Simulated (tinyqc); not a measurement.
# Tunnelling through a two-layer gate stack, WKB transmission and Tsu-Esaki current: effect of temperature

Electrons leave the emitter at x = 0. Energies E (motion across the layers) are in eV from the emitter Fermi level; the collector Fermi level lies at -V and offers states at every E. No charge in the dielectric and no image force: F1 = V/(t1 + t2 eps1/eps2), F2 = F1 eps1/eps2; U = phi1 - F1 x in layer 1 and phi2 - F1 t1 - F2 (x - t1) in layer 2. With C = hbar^2/(2 m0), kappa = sqrt(m (U - E)/C) where U > E and 0 elsewhere; T(E) = exp(-S), S = 2 times the integral of kappa over x.

Each layer adds (2/F) sqrt(m/C) [G(u at its left edge) - G(u at its right edge)] to S, with u = U - E (0 where negative) and G(u) = (2/3) u^1.5. J = J0 times the integral of T(E) N(E) dE, N = ln[(1 + exp(-E/Vt))/(1 + exp((-E - V)/Vt))], J0 = q^2 me m0 kB T/(2 pi^2 hbar^3) (times 1e-4 for A/cm^2 per eV), from E = -Ef to far above the barrier (T = 1 there), by quadrature converged to the digits shown.

Values chosen for this exercise; layer 1 close to silicon dioxide, layer 2 close to zirconium oxide:
- Ef = 1.2 eV (Fermi energy of the emitter above its band bottom)
- me = 1 m0 (emitter mass in the supply function)
- phi1 = 3.24 eV (barrier of layer 1 above the emitter Fermi level at zero bias)
- m1 = 0.49 m0 (tunnelling mass of layer 1)
- t1 = 1.2 nm (thickness of layer 1)
- eps1 = 4.06 (relative permittivity of layer 1)
- phi2 = 1.4 eV (barrier of layer 2 at zero bias)
- m2 = 0.26 m0 (tunnelling mass of layer 2)
- t2 = 2.3 nm (thickness of layer 2)
- eps2 = 25.1 (relative permittivity of layer 2)
- V = 0.3 V (voltage across the dielectric)

Constants: q = 1.602176634e-19 C, kB = 1.380649e-23 J/K, hbar = 1.054571817e-34 J s, m0 = 9.1093837015e-31 kg, Vt = kB T/q, hbar^2/(2 m0) = 0.0380998212 eV nm^2. Results are converted to the units shown.

Result of one run:
```
T (K)	J (A/cm^2)	mean E of the current (eV)
500	2.037e-4	-0.1822
```

What becomes of these results when the temperature T is changed from 500 to 400 K, all else the same?

Result of the changed run:
```
T (K)	J (A/cm^2)	mean E of the current (eV)
400	1.896e-4	-0.2032
```

The whole series:
```
T (K)	J (A/cm^2)	mean E of the current (eV)
50	1.685e-4	-0.2357
100	1.694e-4	-0.2343
200	1.732e-4	-0.2283
300	1.797e-4	-0.2182
400	1.896e-4	-0.2032
500	2.037e-4	-0.1822
600	2.240e-4	-0.1526
750	2.865e-4	-0.02699
```

Between 50 and 300 K the current changes by a factor of 1.07, and between 300 and 750 K by 1.59; the mean energy of the current rises from -0.236 to -0.0270 eV. The transmission grows by a factor e over d = 0.124 eV near E = 0, equal to kB T/q at 1440 K: far below that temperature the thermal tail adds little.

tinyqc, about 0.03 s, one thread, Intel Xeon 2.30GHz (shared host): `OMP_NUM_THREADS=1 python tinyqc.py 2540081 2540082 out.jsonl`
